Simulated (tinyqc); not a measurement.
Deep-level transient spectroscopy: one step of the calculation.

Schottky contact on an n-type layer with shallow donors Nd (all ionised) and a donor-like deep trap, neutral when filled and positive when empty; depletion approximation. Traps within lam of the depletion edge stay filled. A long pulse to Vp fills the traps beyond x1 = Wp - lam; back at Vr those between x1 and x2 = Wr - lam emit. A rate window reads S = C(t2) - C(t1).

Problem. The transient. W(t)^2 = Wr^2 + (Nt/Nd)(x2^2 - x1^2) exp(-en t), C = eps0 eps_r/W; for small Nt, dC/C = -(Nt/2 Nd) G exp(-en t) with G = (x2^2 - x1^2)/Wr^2. S = C(t2) - C(t1).

Parameters, values chosen for the exercise; material values close to those of silicon:
```
symbol,value,unit,meaning
eps_r,11.7,,relative permittivity
Nd,4.1e16,cm^-3,shallow donor density
Nt,1.9e15,cm^-3,trap density
t1,2,ms,first sampling time
t2,5,ms,second sampling time
```

Constants: eps0 = 8.8541878128e-14 F/cm where lengths are in cm. Results are converted to the units shown.

t, sample 0 to 6 (ms): 0  1  2  3.5  5  10  25
en = 84.314129 1/s
Wr = 304.52345 nm
G = (x2^2 - x1^2)/Wr^2 = 0.49528961

Wanted: C; C - C(final); S.

Solution.

```
sample	C (nF/cm^2)	C - C(final) (pF/cm^2)
0	33.63	-383.8
1	33.67	-353.3
2	33.69	-325.1
3	33.73	-287.0
4	33.77	-253.3
5	33.85	-166.8
6	33.97	-47.3
```

S = 71.85 pF/cm^2

tinyqc, about 0.01 s, one thread, Intel Xeon 2.30GHz (shared host): `OMP_NUM_THREADS=1 python tinyqc.py 2050077 2050078 out.jsonl`
